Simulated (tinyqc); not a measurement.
What moves the Penn gap and the ionicity: Penn model of the dielectric constant and Phillips ionicity.

n = 32/a^3; Ep^2 = 8 pi c e2 n with c = hbar^2/2m0, e2 = e^2/(4 pi eps0); EF = c (3 pi^2 n)^(2/3); eps = 1 + (Ep/Eg)^2 S with S = 1 - Eg/(4 EF) + (Eg/(4 EF))^2/3, Eg the Penn gap. Core d shells are left out.

Phillips: bond length d = sqrt(3) a/4; homopolar gap Eh = 39.74 d^(-2.48) eV (d in angstrom); Eg^2 = Eh^2 + C^2; ionicity fi = C^2/Eg^2.

Constants: hbar^2/2m0 = 3.80998211 eV angstrom^2; e^2/(4 pi eps0) = 14.39964547 eV angstrom.

Inputs chosen for the exercise (out of a larger set: near those of GaN; not measured data): a = 4.514 angstrom (cubic lattice constant, 32 valence electrons a cell); ei = 5.21 (high-frequency dielectric constant).

Eg from ei; fi = 1 - (Eh/Eg)^2, printed even where negative.

One parameter was then changed.

Results before and after:

| case | Ep (eV) | Eg (eV) | Eh (eV) | fi |
|---|---|---|---|---|
| base | 21.902 | 9.948 | 7.540 | 0.425 |
| changed | 21.263 | 9.651 | 7.180 | 0.447 |

Which of these changes was made? (a) a = 4.604 angstrom; (b) ei = 4.69.
Answer: (a) a = 4.604 angstrom. Of the candidates, run in turn, only this one gives the changed row.

All candidates:

| case | Ep (eV) | Eg (eV) | Eh (eV) | fi |
|---|---|---|---|---|
| base | 21.902 | 9.948 | 7.540 | 0.425 |
| a = 4.604 angstrom | 21.263 | 9.651 | 7.180 | 0.447 |
| ei = 4.69 | 21.902 | 10.577 | 7.540 | 0.492 |

With the tabulated Phillips C of about 7.6 eV, fi would be 0.50; this model leaves out the d-shell factor.

Program tinyqc; command `OMP_NUM_THREADS=1 python tinyqc.py 1681137 1681138 out.jsonl`; about 0.01 s on one thread of a shared Intel(R) Xeon(R) Processor @ 2.30GHz.
